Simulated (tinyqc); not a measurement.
Electron-beam lithography: double-Gaussian proximity function, edge placement and dose correction for parallel lines: one step, computed by the program tinyqc. Command: `OMP_NUM_THREADS=1 python tinyqc.py 3112376 3112377 out.jsonl proximity walk`. One thread of a shared host (Intel(R) Xeon(R) Processor @ 2.30GHz), about 0.01 s of CPU time with the checks.

Lines are infinitely long. Absorbed energy is counted so that the middle of a very large area written at dose 1 receives 1; the resist develops where it exceeds 1/2.

Problem. Dose correction. Uncorrected edge energies are M 1. Solve M d = 1/2 for the doses d that put the mean edge energy of every line at the threshold.

M:
```
,1,2,3,4,5
1,0.2913645,0.0003751,0.1700095,0.0053605,0.0000194
2,0.0006668,0.2909222,0.1709833,0.0054552,0.0000198
3,0.0004086,0.0002306,0.4761455,0.0349790,0.0001901
4,0.0000502,0.0000287,0.1080943,0.3645221,0.0004828
5,0.0000255,0.0000146,0.0797214,0.0737522,0.2912040
```

Give: edge energies at dose 1; corrected doses; largest over smallest dose.

Solution.

edge energies at dose 1: 1 0.4671, 2 0.4680, 3 0.5120, 4 0.4732, 5 0.4447

corrected doses: 1 1.129, 2 1.126, 3 0.969, 4 1.083, 5 1.177

largest over smallest dose = 1.216
